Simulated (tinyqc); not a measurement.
Epitaxial growth on a vicinal surface: Burton-Cabrera-Frank step flow, step-edge barrier and island nucleation: one step, computed by the program tinyqc. Command: `OMP_NUM_THREADS=1 python tinyqc.py 3016798 3016799 out.jsonl stepflow walk`. One thread of a shared host (Intel(R) Xeon(R) Processor @ 2.30GHz), about 0.01 s of CPU time with the checks.

Adatoms land at rate F, hop on a square grid (a simplification for hexagonal faces), desorb, or join steps. Lengths are in units of a and n is the adatom coverage. Steps ascend at x = 0 and descend at x = l.

Problem. Scales. D = nu exp(-E_d/(k_B T)) (a^2/s, nu counted per direction); tau = exp(E_a/(k_B T))/nu; x_s = sqrt(D tau); n_eq = exp(-E_f/(k_B T)); terrace width l = h/(a tan(miscut)); Schwoebel length l_s = exp(E_s/(k_B T)) - 1. Temperatures in kelvin are T(C) + 273.15.

Inputs (values chosen for the exercise, close to those used for Si(001)):
```
quantity,value,unit
site spacing a,3.84,angstrom
step height h,1.36,angstrom
diffusion barrier E_d,0.719,eV
desorption energy E_a,2.87,eV
adatom formation energy E_f,1.19,eV
step-edge barrier E_s,0.05,eV
attempt frequency nu,5,THz
miscut angle,0.5,degrees
temperature T,630,C
```

Constants: k_B = 8.617333262e-05 eV/K.

Give: D; lifetime tau; diffusion length x_s; equilibrium coverage n_eq; terrace width l; Schwoebel length l_s.

Solution.

D = 4.862e+08 a^2/s

lifetime tau = 2071 s

diffusion length x_s = 1.004e+06 a

equilibrium coverage n_eq = 2.288e-07

terrace width l = 40.58 a

Schwoebel length l_s = 0.9011 a

l/x_s = 4.04e-5: nearly every adatom reaches a step.
